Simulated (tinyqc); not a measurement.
Current crowding under a contact, resistor ladder against the transmission-line model: effect of the contact resistivity.

A metal contact of length d and width W on a thin layer of the same width. The metal has no resistance, the sheet resistance under it equals Rsh, and current enters the layer at the front edge x = 0.

Transfer length Lt = sqrt(rc/Rsh); front resistance Rc = (Rsh Lt/W) coth(d/Lt); end resistance Re = (Rsh Lt/W)/sinh(d/Lt).

Parameters, values chosen for the exercise:
```
symbol,value,unit,meaning
Rsh,340,ohm/sq,sheet resistance of the semiconductor layer
d,0.33,um,contact length
W,8.2,um,contact width
```

Result of one run:
```
Lt (um)	d/Lt	Rc W (ohm um)
0.3796	0.8693	184.1
```

Which specific contact resistivity rc gave this result: 1.6e-9, 8.1e-9, 1.8e-8 or 4.9e-7 ohm cm^2?

rc = 4.9e-7 ohm cm^2.

The whole series:
```
rc (ohm cm^2)	Lt (um)	d/Lt	Rc W (ohm um)
1.6e-9	0.02169	15.21	7.376
3.6e-9	0.03254	10.14	11.06
8.1e-9	0.04881	6.761	16.60
1.8e-8	0.07276	4.535	24.74
4.2e-8	0.1111	2.969	37.99
9.5e-8	0.1672	1.974	59.07
2.2e-7	0.2544	1.297	100.4
4.9e-7	0.3796	0.8693	184.1
1.1e-6	0.5688	0.5802	369.9
2.5e-6	0.8575	0.3848	794.6
```

Rc W rises from 7.38 to 795 ohm um, as rc^(0.50) between the first two rows (d/Lt = 15) and rc^(0.93) between the last two (d/Lt = 0.38); a long contact gives the power 1/2 and a short one 1.

Computed by the program tinyqc: `OMP_NUM_THREADS=1 python tinyqc.py 2760088 2760089 out.jsonl`, one thread of a shared Intel Xeon 2.30GHz, about 0.01 s for the whole run.
